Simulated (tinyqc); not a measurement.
# Trap density from one capacitance

Problem. Traps spread evenly through the insulator exchange electrons with the semiconductor by tunnelling, with tau(x) = t0 exp(2 ka x) at depth x from the interface. The admittance per area Y seen at depth x obeys dY/dx = -Y^2/(i w eps0 eox) + q Nb ln(1 + i w tau)/tau, with Y(0) = i w Cs and w = 2 pi f; the gate sees Y(tox) = G + i w C. Working variable y = Y/(i w), in uF/cm^2. Cox = eps0 eox/tox. Find Nb and G/w.

Parameters, values chosen for the exercise: relative permittivity of the insulator eox = 8.83; insulator thickness tox = 6.2 nm; semiconductor capacitance in accumulation Cs = 4.1 uF/cm^2; decay constant of the wave function in the insulator ka = 5.5 1/nm; time constant of a trap at the interface t0 = 3e-10 s; frequency f = 100 Hz.

Constants: q = 1.602176634e-19 C, eps0 = 8.8541878128e-14 F/cm where lengths are in cm. Results are converted to the units shown.

C = 1.0282815 uF/cm^2

Solution. C rises steadily with Nb, so one density matches; in practice ka and t0 must come from the frequency dependence.

Nb = 2.70e19 cm^-3 eV^-1
G/w = 0.00904 uF/cm^2

Program tinyqc, `OMP_NUM_THREADS=1 python tinyqc.py 2202090 2202091 out.jsonl`; Intel Xeon 2.30GHz, shared host, one thread, about 0.4 s.
